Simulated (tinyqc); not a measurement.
Linear model of a band gap against the share of exact exchange: one step. Fixed shares. Three cases, with inputs chosen for the exercise.

Task: Gap, error against the target and eps for alpha = 0, 0.25 and 1/e0; and the alpha that meets the target, (Et - E0)/S.

E(alpha) = E0 + S alpha. A wider gap screens less, modelled in the Penn form eps(alpha) = 1 + (e0 - 1)(EP/(EP + S alpha))^2 with a scale EP chosen for the exercise. A dielectric-dependent hybrid takes alpha = 1/eps.

Give: a table of alpha, E (eV), E - Et (eV), eps; alpha for the target.

Case 1.

Values chosen (of the order of those of TiO2; not measured data):
- E0 = 1.94 eV (gap of the semi-local functional)
- S = 8.52 eV (slope dE/d(alpha))
- e0 = 7.88 (optical dielectric constant at alpha = 0)
- EP = 13.8 eV (energy scale of the screening)
- Et = 3.28 eV (target gap)

Result:

Results:
```
alpha   E (eV)  E - Et (eV)    eps
0.0000   1.940       -1.340  7.880
0.2500   4.070        0.790  6.163
0.1269   3.021       -0.259  6.917
```

alpha for the target = 0.1573

A quarter of exact exchange overshoots the target by 0.79 eV: the material needs 0.157, and 1/e0 = 0.127 lies closer to it than 0.25 does.

Case 2.

Values chosen (of the order of those of SiO2; not measured data):
- E0 = 5.51 eV (gap of the semi-local functional)
- S = 10.19 eV (slope dE/d(alpha))
- e0 = 2.44 (optical dielectric constant at alpha = 0)
- EP = 27.8 eV (energy scale of the screening)
- Et = 8.83 eV (target gap)

Result:

Results:
```
alpha   E (eV)  E - Et (eV)    eps
0.0000   5.510       -3.320  2.440
0.2500   8.057       -0.772  2.208
0.4098   9.686        0.856  2.088
```

alpha for the target = 0.3258

A quarter of exact exchange falls short of the target by 0.77 eV: the material needs 0.326, and 1/e0 = 0.410 lies further from it than 0.25 does.

Case 3.

Values chosen (of the order of those of SiO2; not measured data):
- E0 = 5.43 eV (gap of the semi-local functional)
- S = 9.85 eV (slope dE/d(alpha))
- e0 = 2.44 (optical dielectric constant at alpha = 0)
- EP = 32.2 eV (energy scale of the screening)
- Et = 8.99 eV (target gap)

Result:

Results:
```
alpha   E (eV)  E - Et (eV)    eps
0.0000   5.430       -3.560  2.440
0.2500   7.893       -1.097  2.243
0.4098   9.467        0.477  2.137
```

alpha for the target = 0.3614

A quarter of exact exchange falls short of the target by 1.10 eV: the material needs 0.361, and 1/e0 = 0.410 lies closer to it than 0.25 does.

Computed by tinyqc, one run a case: `OMP_NUM_THREADS=1 python tinyqc.py N N+1 out.jsonl` with N = 1851041, 1851101, 1851218; one thread of a shared Intel(R) Xeon(R) Processor @ 2.30GHz, about 0.01 s a run at most.
